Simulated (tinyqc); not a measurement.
Non-radiative capture by multiphonon emission, one effective mode: one step, computed by the program tinyqc.

The initial state (free carrier plus empty centre) lies dE above the final state; both have the same frequency and are displaced by dQ.

Problem. Geometry of the two curves. dQ = sqrt(2 S (hbar^2/u)/hbar omega); relaxation energy lambda = S hbar omega; phonons needed P = dE/hbar omega; classical barrier E_b = (dE - lambda)^2/(4 lambda); occupation n = 1/(exp(hbar omega/k_B T) - 1).

Inputs (values chosen for the exercise, with mass, screening and phonons like those of CdTe):
```
quantity                  value  unit
energy released dE          0.4    eV
phonon energy hbar omega     20   meV
Huang-Rhys factor S        2.98     -
temperature T               120     K
```

Centre: attractive.

Constants: hbar^2/u = 4.18015928e-03 eV angstrom^2; k_B = 8.617333262e-05 eV/K.

Give: dQ; lambda; P; classical barrier E_b; occupation n.

Solution.

dQ = 1.1161 u^(1/2) angstrom

lambda = 0.0596 eV

P = 20

classical barrier E_b = 0.48604 eV

occupation n = 0.16898

dE exceeds lambda: the inverted case usual for deep centres, in which the curves cross on the far side of the initial minimum.
